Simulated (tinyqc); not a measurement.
Trading HF for NH4F at fixed fluoride: speciation in dilute and buffered hydrofluoric acid, oxide etch rate and bath loading. Computed by tinyqc, a small Python program. Command: `OMP_NUM_THREADS=1 python tinyqc.py 3120731 3120732 out.jsonl hfetch walk`. One thread of a shared host (Intel(R) Xeon(R) Processor @ 2.30GHz), about 0.01 s of CPU time with the checks.

Concentrations stand for activities, NH4+ and Cl- are spectators, and water ionisation is neglected. H, F and HF2 denote the ions H+, F- and HF2-. The base temperature is 298 K.

Inputs (values chosen for the exercise, of the order of those for thermal oxide at room temperature): HF added = 0.086 mol/L; NH4F added = 0 mol/L; K1 = [H][F]/[HF] = 0.000637 mol/L; K2 = [HF2]/([HF][F]) = 4.44 L/mol; K3 = [H2F2]/[HF]^2 = 0 L/mol; rate constant of neutral HF k_a = 14 nm L/(min mol); rate constant of HF2 k_b = 58 nm L/(min mol).

Method:
- Fluoride balance: [HF] + [F] + 2 [HF2] + 2 [H2F2] = HF added + NH4F added. Acid balance: [H] + [HF] + [HF2] + 2 [H2F2] = HF added + HCl added. For a trial [H], [HF] = [H][F]/K1, and the fluoride balance is a quadratic in [F].
- Rate = k_a ([HF] + 2 [H2F2]) + k_b [HF2], an empirical two-term form.
- Total fluoride is held at HF + NH4F added, without HCl; x is the share added as HF.

Against x:
```
x         pH  [F] (mol/L)  [HF] (mol/L)  [HF2] (mol/L)  rate (nm/min)
0.05  4.6041     0.080598      0.003148      0.0011267         0.1094
0.15  4.0520     0.070146      0.009769      0.0030425         0.3132
0.30  3.6272     0.055390      0.020518      0.0050460         0.5799
0.40  3.4099     0.046200      0.028222      0.0057891         0.7309
0.50  3.2103     0.037558      0.036326      0.0060577         0.8599
0.60  3.0147     0.029502      0.044769      0.0058643         0.9669
0.75  2.7057     0.018680      0.057742      0.0047891         1.0862
0.90  2.3504     0.009970      0.069846      0.0030920         1.1572
1.00  2.0946     0.006014      0.075930      0.0020276         1.1806
```

What does the comparison show, and why?

[HF2] is largest at x = 0.5 and the rate at x = 1 among these rows; HF2 needs both HF and F.

Extremes, crossings and ranges named in words are read from the listed rows.
